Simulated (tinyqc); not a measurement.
Crystal pulling from the melt: segregation, interface stability, heat balance and point-defect regime. Changing the crystal rotation. Computed by tinyqc, a small Python program. Command: `OMP_NUM_THREADS=1 python tinyqc.py 3008389 3008390 out.jsonl pull sweep`. One thread of a shared host (Intel(R) Xeon(R) Processor @ 2.30GHz), about 0.01 s of CPU time with the checks.

A dilute solute; steady pulling with a flat interface unless it is found unstable.

Inputs (values chosen for the exercise, modelled on germanium in silicon):

| quantity | value | unit |
|---|---|---|
| equilibrium coefficient k0 | 0.34 | - |
| initial melt concentration C0 | 1.8e+18 | 1/cm^3 |
| diffusivity in the melt D | 0.00027 | cm^2/s |
| kinematic viscosity nu | 0.0035 | cm^2/s |
| pull rate V | 1.4 | mm/min |
| frozen fraction g | 0.8 | - |

Loss from the melt surface: none.

Method. delta = 1.61 D^(1/3) nu^(1/6) omega^(-1/2), omega = 2 pi rpm/60; k_eff = k0/[k0 + (1 - k0) exp(-V delta/D)] (Burton, Prim and Slichter); the melt at the interface is enriched by k_eff/k0. Axial profile: C_s = k_eff C0 (1 - g)^(k_eff - 1); bulk melt C_L = C_s/k_eff. Usable fraction: the g at which C_s has changed by 30 % from its first value (0.99 at most).

One run for each value:

| crystal rotation (rpm) | boundary layer delta (micrometre) | k_eff | enrichment at the interface | usable fraction |
|---|---|---|---|---|
| 1.0 | 1253.0 | 0.60337 | 1.7746 | 0.48392 |
| 1.8 | 933.9 | 0.53589 | 1.5761 | 0.43181 |
| 3.2 | 700.4 | 0.48551 | 1.4280 | 0.39947 |
| 5.8 | 520.3 | 0.44678 | 1.3141 | 0.37765 |
| 10.0 | 396.2 | 0.42046 | 1.2367 | 0.36410 |
| 19.0 | 287.5 | 0.39774 | 1.1698 | 0.35315 |
| 33.0 | 218.1 | 0.38348 | 1.1279 | 0.34659 |
| 60.0 | 161.8 | 0.37203 | 1.0942 | 0.34151 |

Over the rows, boundary layer delta (micrometre) falls from 1250 to 162 (exponent d ln y / d ln x about -0.50 throughout); k_eff falls from 0.603 to 0.372 (exponent d ln y / d ln x -0.20 between the first rows and -0.051 between the last); enrichment at the interface falls from 1.77 to 1.09 (exponent d ln y / d ln x -0.20 between the first rows and -0.051 between the last). The exponent of boundary layer delta stays at -0.50: the rotating-disc boundary layer.
